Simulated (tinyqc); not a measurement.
Inside a calculation. Method: UHF in the sto-3g basis, for BeH2, spin multiplicity 1. One step of it, computed by the program tinyqc.

Problem. Iteration 2: diagonalisation and new density. Diagonalise F' = X^T F X, C = X C', fill 3 alpha and 3 beta electrons from the bottom; D(s) = C_occ C_occ^T. Each column has its largest component positive (the first on a tie).

extrapolated F(alpha) (hartree), order 1Be 1s, 1Be 2s, 1Be 2px, 1Be 2py, 1Be 2pz, 2H 1s, 3H 1s:
$$\begin{pmatrix}
-4.520414 & -1.288799 & 0.000265 & 0.000000 & 0.000022 & -0.336385 & -0.336385 \\
-1.288799 & -0.623627 & -0.043093 & 0.000000 & -0.003535 & -0.405341 & -0.405341 \\
0.000265 & -0.043093 & 0.208549 & 0.000000 & -0.000283 & -0.025660 & -0.025660 \\
0.000000 & 0.000000 & 0.000000 & -0.225080 & 0.000000 & -0.330950 & 0.330950 \\
0.000022 & -0.003535 & -0.000283 & 0.000000 & 0.211976 & -0.002105 & -0.002105 \\
-0.336385 & -0.405341 & -0.025660 & -0.330950 & -0.002105 & -0.301906 & -0.043341 \\
-0.336385 & -0.405341 & -0.025660 & 0.330950 & -0.002105 & -0.043341 & -0.301906
\end{pmatrix}$$

extrapolated F(beta) (hartree), order 1Be 1s, 1Be 2s, 1Be 2px, 1Be 2py, 1Be 2pz, 2H 1s, 3H 1s:
$$\begin{pmatrix}
-4.520414 & -1.288799 & -0.000265 & 0.000000 & -0.000022 & -0.336385 & -0.336385 \\
-1.288799 & -0.623627 & 0.043093 & 0.000000 & 0.003535 & -0.405341 & -0.405341 \\
-0.000265 & 0.043093 & 0.208549 & 0.000000 & -0.000283 & 0.025660 & 0.025660 \\
0.000000 & 0.000000 & 0.000000 & -0.225080 & 0.000000 & -0.330950 & 0.330950 \\
-0.000022 & 0.003535 & -0.000283 & 0.000000 & 0.211976 & 0.002105 & 0.002105 \\
-0.336385 & -0.405341 & 0.025660 & -0.330950 & 0.002105 & -0.301906 & -0.043341 \\
-0.336385 & -0.405341 & 0.025660 & 0.330950 & 0.002105 & -0.043341 & -0.301906
\end{pmatrix}$$

X, order 1Be 1s, 1Be 2s, 1Be 2px, 1Be 2py, 1Be 2pz, 2H 1s, 3H 1s:
$$\begin{pmatrix}
1.028437 & -0.153171 & 0.000000 & 0.000000 & 0.000000 & 0.018590 & 0.018590 \\
-0.153171 & 1.247403 & 0.000000 & 0.000000 & 0.000000 & -0.304894 & -0.304894 \\
0.000000 & 0.000000 & 1.000000 & 0.000000 & 0.000000 & 0.000000 & 0.000000 \\
0.000000 & 0.000000 & 0.000000 & 1.367474 & 0.000000 & -0.436814 & 0.436814 \\
0.000000 & 0.000000 & 0.000000 & 0.000000 & 1.000000 & 0.000000 & 0.000000 \\
0.018590 & -0.304894 & 0.000000 & -0.436814 & 0.000000 & 1.293492 & -0.100725 \\
0.018590 & -0.304894 & 0.000000 & 0.436814 & 0.000000 & -0.100725 & 1.293492
\end{pmatrix}$$

Give: F' = X^T F X; orbital energies; coefficients C; F' = X^T F X; orbital energies; coefficients C; D(alpha) after iteration 2; D(beta) after iteration 2.

Solution.

F' = X^T F X (alpha) (hartree):
$$\begin{pmatrix}
-4.4111 & -0.6922 & 0.0059 & 0.0000 & 0.0005 & -0.0496 & -0.0496 \\
-0.6922 & -0.0943 & -0.0381 & 0.0000 & -0.0031 & -0.3276 & -0.3276 \\
0.0059 & -0.0381 & 0.2085 & 0.0000 & -0.0003 & -0.0175 & -0.0175 \\
0.0000 & 0.0000 & 0.0000 & 0.2712 & 0.0000 & -0.4654 & 0.4654 \\
0.0005 & -0.0031 & -0.0003 & 0.0000 & 0.2120 & -0.0014 & -0.0014 \\
-0.0496 & -0.3276 & -0.0175 & -0.4654 & -0.0014 & 0.0982 & -0.1195 \\
-0.0496 & -0.3276 & -0.0175 & 0.4654 & -0.0014 & -0.1195 & 0.0982
\end{pmatrix}$$

orbital energies (alpha) (hartree): MO1 -4.5238, MO2 -0.4514, MO3 -0.4142, MO4 0.2111, MO5 0.2120, MO6 0.4461, MO7 0.9031

coefficients C (alpha), order 1Be 1s, 1Be 2s, 1Be 2px, 1Be 2py, 1Be 2pz, 2H 1s, 3H 1s:
$$\begin{pmatrix}
0.9918 & -0.2211 & 0.0000 & 0.0047 & 0.0000 & -0.2221 & 0.0000 \\
0.0317 & 0.5615 & 0.0000 & 0.0165 & 0.0000 & 1.2037 & 0.0000 \\
0.0002 & 0.0674 & 0.0000 & 0.9933 & -0.0818 & -0.0451 & 0.0000 \\
0.0000 & 0.0000 & 0.5015 & 0.0000 & 0.0000 & 0.0000 & 1.4142 \\
0.0000 & 0.0055 & 0.0000 & 0.0815 & 0.9967 & -0.0037 & 0.0000 \\
-0.0030 & 0.3941 & 0.4086 & -0.0632 & 0.0000 & -0.8033 & -0.9979 \\
-0.0030 & 0.3941 & -0.4086 & -0.0632 & 0.0000 & -0.8033 & 0.9979
\end{pmatrix}$$

F' = X^T F X (beta) (hartree):
$$\begin{pmatrix}
-4.4111 & -0.6922 & -0.0059 & 0.0000 & -0.0005 & -0.0496 & -0.0496 \\
-0.6922 & -0.0943 & 0.0381 & 0.0000 & 0.0031 & -0.3276 & -0.3276 \\
-0.0059 & 0.0381 & 0.2085 & 0.0000 & -0.0003 & 0.0175 & 0.0175 \\
0.0000 & 0.0000 & 0.0000 & 0.2712 & 0.0000 & -0.4654 & 0.4654 \\
-0.0005 & 0.0031 & -0.0003 & 0.0000 & 0.2120 & 0.0014 & 0.0014 \\
-0.0496 & -0.3276 & 0.0175 & -0.4654 & 0.0014 & 0.0982 & -0.1195 \\
-0.0496 & -0.3276 & 0.0175 & 0.4654 & 0.0014 & -0.1195 & 0.0982
\end{pmatrix}$$

orbital energies (beta) (hartree): MO1 -4.5238, MO2 -0.4514, MO3 -0.4142, MO4 0.2111, MO5 0.2120, MO6 0.4461, MO7 0.9031

coefficients C (beta), order 1Be 1s, 1Be 2s, 1Be 2px, 1Be 2py, 1Be 2pz, 2H 1s, 3H 1s:
$$\begin{pmatrix}
0.9918 & -0.2211 & 0.0000 & -0.0047 & 0.0000 & -0.2221 & 0.0000 \\
0.0317 & 0.5615 & 0.0000 & -0.0165 & 0.0000 & 1.2037 & 0.0000 \\
-0.0002 & -0.0674 & 0.0000 & 0.9933 & -0.0818 & 0.0451 & 0.0000 \\
0.0000 & 0.0000 & 0.5015 & 0.0000 & 0.0000 & 0.0000 & 1.4142 \\
0.0000 & -0.0055 & 0.0000 & 0.0815 & 0.9967 & 0.0037 & 0.0000 \\
-0.0030 & 0.3941 & 0.4086 & 0.0632 & 0.0000 & -0.8033 & -0.9979 \\
-0.0030 & 0.3941 & -0.4086 & 0.0632 & 0.0000 & -0.8033 & 0.9979
\end{pmatrix}$$

D(alpha) after iteration 2, order 1Be 1s, 1Be 2s, 1Be 2px, 1Be 2py, 1Be 2pz, 2H 1s, 3H 1s:
$$\begin{pmatrix}
1.0325 & -0.0927 & -0.0147 & 0.0000 & -0.0012 & -0.0901 & -0.0901 \\
-0.0927 & 0.3162 & 0.0378 & 0.0000 & 0.0031 & 0.2212 & 0.2212 \\
-0.0147 & 0.0378 & 0.0045 & 0.0000 & 0.0004 & 0.0266 & 0.0266 \\
0.0000 & 0.0000 & 0.0000 & 0.2515 & 0.0000 & 0.2049 & -0.2049 \\
-0.0012 & 0.0031 & 0.0004 & 0.0000 & 0.0000 & 0.0022 & 0.0022 \\
-0.0901 & 0.2212 & 0.0266 & 0.2049 & 0.0022 & 0.3223 & -0.0116 \\
-0.0901 & 0.2212 & 0.0266 & -0.2049 & 0.0022 & -0.0116 & 0.3223
\end{pmatrix}$$

D(beta) after iteration 2, order 1Be 1s, 1Be 2s, 1Be 2px, 1Be 2py, 1Be 2pz, 2H 1s, 3H 1s:
$$\begin{pmatrix}
1.0325 & -0.0927 & 0.0147 & 0.0000 & 0.0012 & -0.0901 & -0.0901 \\
-0.0927 & 0.3162 & -0.0378 & 0.0000 & -0.0031 & 0.2212 & 0.2212 \\
0.0147 & -0.0378 & 0.0045 & 0.0000 & 0.0004 & -0.0266 & -0.0266 \\
0.0000 & 0.0000 & 0.0000 & 0.2515 & 0.0000 & 0.2049 & -0.2049 \\
0.0012 & -0.0031 & 0.0004 & 0.0000 & 0.0000 & -0.0022 & -0.0022 \\
-0.0901 & 0.2212 & -0.0266 & 0.2049 & -0.0022 & 0.3223 & -0.0116 \\
-0.0901 & 0.2212 & -0.0266 & -0.2049 & -0.0022 & -0.0116 & 0.3223
\end{pmatrix}$$
